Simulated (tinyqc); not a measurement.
Inside a calculation. Model: double-gate transistor below threshold, two-dimensional Poisson equation on a small mesh.

Numbers from tinyqc (`OMP_NUM_THREADS=1 python tinyqc.py 2480048 2480049 out.jsonl`; about 0.1 s on one thread of a shared Intel Xeon 2.30GHz). Printed values are rounded.

Half of a symmetric double-gate structure: row 0 is the mid-plane of the body, where the normal field vanishes. Mobile charge is neglected (subthreshold), the body is fully depleted, and potentials are counted from the intrinsic level; rows run upward to the gate, columns from source to drain.

Parameters, values chosen for the exercise; semiconductor permittivity close to that of silicon: temperature T = 273 K; relative permittivity of the semiconductor eps_r = 11.8; relative permittivity of the insulator eox = 22; half the body thickness tb = 6 nm; insulator thickness tox = 4.3 nm; channel length L = 37 nm; acceptor density of the depleted body Na = 9.5e17 cm^-3; potential of the source Vbi = 0.6 V; gate offset Vfb = 0.13 V; gate voltage Vg = 0 V; drain voltage Vd = 0.7 V.

Constants: q = 1.602176634e-19 C, kB = 1.380649e-23 J/K, Vt = kB T/q, eps0 = 8.8541878128e-14 F/cm where lengths are in cm. Results are converted to the units shown.

## Coefficients of the five-point equations

Mesh: rows i = 0..3 in the semiconductor (step hs = tb/3, row 3 on the interface), then 2 step(s) ho = tox/2 up to the gate row 5; columns j = 0..7 (step hy = L/7). Box integration, divided by eps0: up_i = eps hy/h of the interval above row i, dn_i = that of the interval below (0 for row 0), lat_i = (sum of eps h/2 over the intervals above and below)/hy, s_i = -q Na w_i hy/eps0 with w_i the semiconductor height of the box (hs/2 for row 0 and the interface row, hs between, 0 in the insulator). Each free node obeys (up + dn + 2 lat) psi = up psi(above) + dn psi(below) + lat [psi(left) + psi(right)] + s.

```
row       up       dn      lat       s (V)
0    31.1857        0  2.23243  -0.0908634
1    31.1857  31.1857  4.46486   -0.181727
2    31.1857  31.1857  4.46486   -0.181727
3    54.0864  31.1857  6.70676  -0.0908634
4    54.0864  54.0864  8.94865           0
```

## Iteration 1: over-relaxation sweep (omega = 1.2)

psi at the start (fixed values on the edges, free nodes at zero) (V):
```
            j=0       j=1       j=2       j=3       j=4       j=5       j=6       j=7
row 0   0.60000   0.00000   0.00000   0.00000   0.00000   0.00000   0.00000   1.30000
row 1   0.60000   0.00000   0.00000   0.00000   0.00000   0.00000   0.00000   1.30000
row 2   0.60000   0.00000   0.00000   0.00000   0.00000   0.00000   0.00000   1.30000
row 3   0.60000   0.00000   0.00000   0.00000   0.00000   0.00000   0.00000   1.30000
row 4   0.23500   0.00000   0.00000   0.00000   0.00000   0.00000   0.00000   0.58500
row 5  -0.13000  -0.13000  -0.13000  -0.13000  -0.13000  -0.13000  -0.13000  -0.13000
```

Free nodes: rows 0..4, columns 1..6, taken row by row from row 0, left to right. t = (up psi(above) + dn psi(below) + lat [psi(left) + psi(right)] + s)/(up + dn + 2 lat), with the newest neighbours; psi(new) = psi + 1.2 (t - psi).

psi after iteration 1 (V):
```
            j=0       j=1       j=2       j=3       j=4       j=5       j=6       j=7
row 0   0.60000   0.04203   0.00010  -0.00305  -0.00329  -0.00331   0.09438   1.30000
row 1   0.60000   0.06409   0.00181  -0.00452  -0.00512  -0.00518   0.14378   1.30000
row 2   0.60000   0.07566   0.00358  -0.00516  -0.00614  -0.00624   0.16962   1.30000
row 3   0.60000   0.07652   0.00649  -0.00253  -0.00364  -0.00377   0.16893   1.30000
row 4   0.23500  -0.00752  -0.06422  -0.07370  -0.07508  -0.07526   0.06346   0.58500
row 5  -0.13000  -0.13000  -0.13000  -0.13000  -0.13000  -0.13000  -0.13000  -0.13000
```

## Iteration 2: over-relaxation sweep (omega = 1.2)

As before.

psi after iteration 2 (V):
```
            j=0       j=1       j=2       j=3       j=4       j=5       j=6       j=7
row 0   0.60000   0.10090   0.00617  -0.00698  -0.00855  -0.00138   0.22657   1.30000
row 1   0.60000   0.12202   0.01053  -0.00812  -0.01074   0.00397   0.27412   1.30000
row 2   0.60000   0.13137   0.01464  -0.00698  -0.01037   0.01026   0.29401   1.30000
row 3   0.60000   0.07793  -0.03294  -0.05470  -0.05846  -0.03695   0.22134   1.30000
row 4   0.23500  -0.01076  -0.07824  -0.09341  -0.09637  -0.07370   0.07789   0.58500
row 5  -0.13000  -0.13000  -0.13000  -0.13000  -0.13000  -0.13000  -0.13000  -0.13000
```

## Course of the iteration: over-relaxation sweep (omega = 1.2)

Stop when the largest change of psi is below 1e-7 V, or after 400 iterations. Fixed values: gate row Vg - Vfb; column 0 at Vbi and the last column at Vbi + Vd in the semiconductor, each running linearly to Vg - Vfb across the insulator.

Course of the iteration:
```
iteration  psi at row 0, j = 3 (V)  largest |change| of one entry (V)
1                      -0.00305098                              0.170
2                      -0.00698009                              0.132
3                      -0.00951301                              0.112
4                      -0.00936688                             0.0849
5                       -0.0258072                             0.0419
6                       -0.0396638                             0.0226
7                       -0.0497803                             0.0134
8                       -0.0562821                            9.26e-3
9                       -0.0602471                            6.44e-3
...                            ...                                ...
43                      -0.0645729                            6.10e-7
44                      -0.0645724                            4.86e-7
45                      -0.0645721                            3.87e-7
46                      -0.0645718                            3.09e-7
47                      -0.0645715                            2.46e-7
48                      -0.0645713                            1.96e-7
49                      -0.0645712                            1.56e-7
50                      -0.0645710                            1.24e-7
51                      -0.0645709                            9.87e-8
```

Converged in 51 iterations. At the end each change is about 0.80 times the one before: linear convergence.

## Barrier, swing and barrier lowering

converged psi (V):
```
            j=0       j=1       j=2       j=3       j=4       j=5       j=6       j=7
row 0   0.60000   0.19594  -0.00235  -0.06457  -0.02996   0.13015   0.52589   1.30000
row 1   0.60000   0.18413  -0.00918  -0.06859  -0.03603   0.11619   0.50172   1.30000
row 2   0.60000   0.14627  -0.02935  -0.07995  -0.05340   0.07466   0.42428   1.30000
row 3   0.60000   0.07443  -0.06159  -0.09652  -0.07948   0.00724   0.27735   1.30000
row 4   0.23500  -0.01362  -0.09103  -0.11085  -0.10148  -0.05270   0.10100   0.58500
row 5  -0.13000  -0.13000  -0.13000  -0.13000  -0.13000  -0.13000  -0.13000  -0.13000
```

d psi/dVg on row 0: j=0 0.000000, j=1 0.519668, j=2 0.784704, j=3 0.884216, j=4 0.884216, j=5 0.784704, j=6 0.519668, j=7 0.000000
d psi/dVd on row 0: j=0 0.00000, j=1 0.00449, j=2 0.01301, j=3 0.03317, j=4 0.08262, j=5 0.20229, j=6 0.47584, j=7 1.00000

The barrier is read along row 0, the path farthest from the gate. Take the node j of lowest psi: barrier Vbi - psi_j; swing Vt ln 10/(d psi_j/dVg); DIBL = (d psi_j/dVd)/(d psi_j/dVg). The derivatives solve the same equations with s = 0 and a unit change of that voltage.

j = 3
barrier = 0.664571 V
swing = 61.2622 mV/decade
DIBL = 37.5123 mV/V

A mesh of 12, 8 and 80 steps (semiconductor, insulator, channel) gives a barrier of 0.680 V, a swing of 59.9 mV a decade and a DIBL of 36.4 mV/V; the small mesh puts the barrier 2.2 % below that.
